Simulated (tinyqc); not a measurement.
# Thermal and gravitational stress in a wafer during furnace and rapid thermal processing, and the onset of slip, step by step

A worked calculation. Computed by tinyqc, a small Python program that keeps every step. Command: `OMP_NUM_THREADS=1 python tinyqc.py 3001040 3001041 out.jsonl slip walk`. One thread of a shared host (Intel(R) Xeon(R) Processor @ 2.30GHz), about 0.01 s of CPU time with the checks. Intermediate numbers are printed to about 6 digits and carried at full precision; extremes and crossings named in words are read from the listed rows.

A thin free disc in plane stress, isotropic; T(r) = T_centre + dT (r/R)^n. Stress is positive in tension; sigma_SB = 5.670374419e-8 W/(m^2 K^4), g = 9.80665 m/s^2.

Inputs (values chosen for the exercise, modelled on silicon):
```
quantity,value,unit
wafer radius R,150,mm
thickness t,775,micrometre
Young's modulus E,138,GPa
Poisson ratio nu,0.21,-
expansion alpha,4.22,1e-6/K
edge less centre temperature dT,32,K
exponent n of the profile,10,-
temperature T,1250,K
prefactor A of the critical stress,0.00043,MPa
energy U of the critical stress,1.02,eV
density rho,2330,kg/m^3
heat capacity c,958,J/(kg K)
conductivity k,27.4,W/(m K)
wafer spacing s,15,mm
ramp rate,1.4,K/min
radius of the support ring over R,0.85,-
```

Temperature profile: edge zone, power law.

Constants: k_B = 8.617333262e-05 eV/K.

## Thermal stress

With x = r/R: s_rr = alpha E dT (1 - x^n)/(n + 2), s_tt = alpha E dT [1 - (n + 1) x^n]/(n + 2).

Temperature and stresses at r/R = 0, 0.3, 0.5, 0.7, 0.8, 0.9, 0.95, 1:
```
r/R,T - T_centre (K),s_rr (MPa),s_tt (MPa)
0.00,0.0000,1.55296,1.5530
0.30,0.0002,1.55295,1.5529
0.50,0.0312,1.55144,1.5363
0.70,0.9039,1.50909,1.0704
0.80,3.4360,1.38621,-0.2813
0.90,11.1577,1.01148,-4.4034
0.95,19.1596,0.62315,-8.6750
1.00,32.0000,0.00000,-15.5296
```

hoop stress at the edge = -15.5296 MPa

r/R where s_tt = 0 = 0.786793

The hot edge is squeezed; the edge stress is n times that at the centre in size.

## Resolved stress round the edge

At the edge the stress is uniaxial along the tangent d = (cos phi, sin phi, 0) of a (001) wafer; the Schmid factor is the largest |(d.n)(d.b)| over the twelve {111}<110> systems.

Schmid factor and resolved stress at phi = 0, 7.5, 15, 22.5, 30, 37.5 and 45 degrees from [100]:
```
phi from [100] (degrees),Schmid factor,resolved stress (MPa)
0.0,0.408248,6.33993
7.5,0.454124,7.05237
15.0,0.482963,7.50022
22.5,0.492799,7.65298
30.0,0.482963,7.50022
37.5,0.454124,7.05237
45.0,0.408248,6.33993
```

The factor is 1/sqrt(6) = 0.408 along <100> and <110> and peaks at 0.4928 at 22.5 degrees, so slip, if any, starts at eight places between these directions.

## Slip criterion

Critical resolved stress tau_c = A exp(U/(k_B T)), a form chosen for the exercise; slip when 0.492799 |s_tt(R)| > tau_c; allowed |dT| = tau_c (n + 2)/(0.492799 n alpha E).

critical stress tau_c = 5.57093 MPa

resolved over critical stress = 1.37373

allowed |dT| = 23.2942 K

Slip is expected.

## Ramp rate in a batch furnace

In a stack heated from the rim, heat flows inward by conduction and by radiation between wafers: k_eff = k + (16/3) sigma_SB T^3 s^2/t (a diffusion estimate with the spacing as path length). A steady ramp gives the parabolic lag dT = rho c (ramp) R^2/(4 k_eff); the allowed ramp uses n = 2.

k_eff = 198.883 W/(m K)

lag of the centre = 1.47307 K

allowed ramp rate = 36.8978 K/min

Radiation carries 86 % of the inward flow. The ramp is 0.04 of the allowed one.

## Gravity

Own weight q = rho g t on a ring of radius b R, x = r/R: moments of an edge-supported plate, M_r = q R^2 (3 + nu)(1 - x^2)/16 and M_t = q R^2 [(3 + nu) - (1 + 3 nu) x^2]/16, less the uniform moment inside the ring load, q R^2 [(1 - nu)(1 - b^2) - 2 (1 + nu) ln b]/8; stress at the lower face = 6 M/t^2.

stress at the centre = 0.493787 MPa

radial stress at the ring = -0.0831537 MPa

hoop stress at the ring = 0.200824 MPa

The largest of these is 0.044 tau_c when halved for shear. Point supports give far higher local stress than a ring.

## Position of the support ring

The formulas are those given above.

Stress at the lower face (MPa):
```
b,centre,radial at ring,hoop at ring,largest in size
0.40,-0.634859,-0.762625,-0.699737,0.762625
0.50,-0.330815,-0.530449,-0.432187,0.530449
0.60,-0.068061,-0.355533,-0.214036,0.355533
0.65,0.052878,-0.284503,-0.118440,0.284503
0.70,0.168636,-0.222646,-0.030052,0.222646
0.75,0.280201,-0.168975,0.052115,0.280201
0.80,0.388368,-0.122694,0.128856,0.388368
0.90,0.596999,-0.049814,0.268555,0.596999
1.00,0.798535,0.000000,0.393048,0.798535
```

Among these rows the largest stress is least, 0.223 MPa, for a ring at 0.7 R, 3.6 times below edge support: the overhang balances the sag of the centre. All values scale as R^2/t.

## Limits against temperature

The formulas are those given above.

For the parabolic profile:
```
T (K),tau_c (MPa),allowed |dT| (K),k_eff (W/(m K)),allowed ramp (K/min)
1050,33.8262,235.734,129.039,145.361
1125,15.9539,111.182,152.411,80.977
1200,8.2657,57.603,179.117,49.305
1275,4.6269,32.245,209.379,32.263
1350,2.7625,19.252,243.419,22.394
1425,1.7414,12.135,281.460,16.322
1500,1.1495,8.011,323.723,12.393
```

From 1050 to 1500 K the allowed difference falls 29 times and the allowed ramp 12 times; radiation, which grows as T^3, gives back a factor 2.51. Ramps must slow as the wafer gets hotter.

Checks made by the program: force balance: the hoop stress integrates to zero (added to the edge stress) (relative difference below 1e-10).
